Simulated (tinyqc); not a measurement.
Inside a calculation: charge neutrality level from zone-averaged pseudopotential bands. Values are carried at full precision from step to step, so a last printed digit may differ when a step is redone from the rounded ones.

Empirical pseudopotential on the fcc lattice, atoms at +/- tau, tau = a (1,1,1)/8, no spin-orbit coupling. H(G,G') = c (2 pi/a)^2 |k + G|^2 delta + VS(q) cos(q.tau) + i VA(q) sin(q.tau), q = G - G', c = hbar^2/2m0; k and G in units of 2 pi/a; VS at |q|^2 = 3, 8, 11 and VA at 3, 4, 11, in rydberg, zero elsewhere. At each k the basis holds all G with |k + G|^2 up to 16; energies are counted from the fourth level at Gamma.

Mesh: k = sum_i (n_i + 1/2)/N b_i, n_i = 0 ... N - 1, b = (-1,1,1), (1,-1,1), (1,1,-1); points with the same sorted |kx|, |ky|, |kz| after folding to the shortest k + G are joined, with their count as weight. Neutrality (branch-point) level: E_N = (1/2) mean over k of [E5 + (E3 + E4)/2], E_n the n-th level from below.

Constants: hbar^2/2m0 = 3.80998211 eV angstrom^2; Ry = 13.60569312 eV.

Values chosen for the exercise (classic local form factors of the size used for GaAs, without spin-orbit coupling; the results hold for these values, not for the real material): a = 5.623 angstrom (lattice constant); VS = (-0.227, 0.009, 0.06) Ry (symmetric form factors); VA = (0.07, 0.05, 0.011) Ry (antisymmetric form factors); mesh = 3 (points along each reciprocal vector).

## Levels on the mesh

Diagonalise at each joined point.

Levels (eV):
```
kx          ky      kz  weight       E3       E4      E5      E6
0.1667  0.1667  0.1667       2  -0.2988  -0.2988  2.3845  4.9213
0.5000  0.1667  0.1667       6  -1.6091  -1.3349  2.9269  4.6111
0.5000  0.5000  0.1667       6  -2.5394  -0.9912  3.0481  4.8931
0.5000  0.5000  0.5000       1  -0.9359  -0.9359  1.5545  4.8787
0.8333  0.1667  0.1667       6  -2.9493  -2.0537  2.0741  3.6380
0.8333  0.5000  0.1667       6  -3.3442  -2.1612  4.1967  4.4037
```

## Gaps

Level 5 at Gamma, at the lowest of (f,0,0) with f = 0.8, 0.85, 0.9, 1, and at (1/2,1/2,1/2).

gaps to Gamma, Delta/X, L (eV): 1.3367  1.5839  1.5545

## The neutrality level

Energies are counted from the valence top at Gamma. E_N = (1/2) weighted mean of [E5 + (E3 + E4)/2]. Compare with half the smallest indirect gap, min(Delta/X, L)/2, and give the barrier for electrons in the limit of full pinning, min(gaps) - E_N.

mean of E5 = 2.9555 eV
mean of (E3 + E4)/2 = -1.9438 eV
E_N = 0.5058 eV
half the indirect gap = 0.7772 eV
pinned barrier for electrons = 0.8309 eV

E_N lies at 38 % of the gap from the valence top, so pinned contacts have the lower barrier for holes. The two estimates differ by 0.27 eV; both rules are good to a few tenths of an eV only, so a position within that distance of a band edge or of mid-gap is not settled. Local form factors place the indirect gaps only to a few tenths of an eV, and E_N moves with them. Spin-orbit coupling, left out, would lift the valence top by a third of its splitting.

## Checks

- Sum of the weights against N^3: both 27.

Computed by tinyqc, a small Python program: `OMP_NUM_THREADS=1 python tinyqc.py 1881228 1881229 out.jsonl` (the numbers bound the seed that draws the inputs); one thread of a shared host (Intel(R) Xeon(R) Processor @ 2.30GHz), about 0.08 s for the whole set of steps.
